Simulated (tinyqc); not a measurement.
From one set of inputs to another, one input at a time: speciation in dilute and buffered hydrofluoric acid, oxide etch rate and bath loading. Computed by tinyqc, a small Python program. Command: `OMP_NUM_THREADS=1 python tinyqc.py 3120533 3120534 out.jsonl hfetch ladder`. One thread of a shared host (Intel(R) Xeon(R) Processor @ 2.30GHz), about 0.01 s of CPU time with the checks.

Concentrations stand for activities, NH4+ and Cl- are spectators, and water ionisation is neglected. H, F and HF2 denote the ions H+, F- and HF2-. The base temperature is 298 K.

The inputs printed are set A. Inputs not listed in the table keep their values of set A, so the rows need not describe a real material.

Inputs (values chosen for the exercise, of the order of those for thermal oxide at room temperature):
```
quantity                           value            unit
HF added                            0.63           mol/L
NH4F added                           1.7           mol/L
HCl added                              0           mol/L
K1 = [H][F]/[HF]                 0.00073           mol/L
K2 = [HF2]/([HF][F])                3.88           L/mol
K3 = [H2F2]/[HF]^2                     0           L/mol
rate constant of neutral HF k_a       15  nm L/(min mol)
rate constant of HF2 k_b              68  nm L/(min mol)
activation energy                   0.39              eV
temperature error                    2.5               K
oxide removed per wafer               47              nm
```

Constants: k_B = 8.617333262e-05 eV/K.

Method:
- Fluoride balance: [HF] + [F] + 2 [HF2] + 2 [H2F2] = HF added + NH4F added. Acid balance: [H] + [HF] + [HF2] + 2 [H2F2] = HF added + HCl added. For a trial [H], [HF] = [H][F]/K1, and the fluoride balance is a quadratic in [F].
- The root is refined to 1e-13 in pH = -log10 [H].
- Rate = k_a ([HF] + 2 [H2F2]) + k_b [HF2], an empirical two-term form.
- Time = oxide/rate; a temperature error changes the rate by exp((E_a/k_B)(1/298 - 1/(298 + error))) - 1.

Each row keeps all changes above it:
```
input moved                                   from        to      pH  etch rate (nm/min)  share of HF2 in the rate (%)
set A                                            -         -  4.1577              36.862                        95.414
K2 = [HF2]/([HF][F]) (L/mol)                  3.88      4.29  4.1881              37.307                        95.805
HF added (mol/L)                              0.63     0.074  5.3850               4.542                        96.951
NH4F added (mol/L)                             1.7      0.23  3.8268               2.897                        79.250
rate constant of HF2 k_b (nm L/(min mol))       68        65  3.8268               2.796                        78.498
K1 = [H][F]/[HF] (mol/L)                   0.00073  0.000721  3.8322               2.796                        78.498
```

Which inputs carry the difference?

pH goes from 4.16 to 3.83, a factor 0.922 in all. The largest single move comes from NH4F added (a factor 0.711), and HF added works against it (a factor 1.29). Etch rate goes from 36.9 to 2.80, a factor 0.0759 in all. The largest single move comes from HF added (a factor 0.122). Share of HF2 in the rate goes from 95.4 to 78.5, a factor 0.823 in all. The largest single move comes from NH4F added (a factor 0.817). The single moves hold for this order of the switches; the total does not depend on the order.

Caution (rows set A, K2 = [HF2]/([HF][F]), HF added): at ionic strengths above about 0.5 mol/L activities differ much from concentrations, so pH and rates are only indicative.

Extremes, crossings and ranges named in words are read from the listed rows.
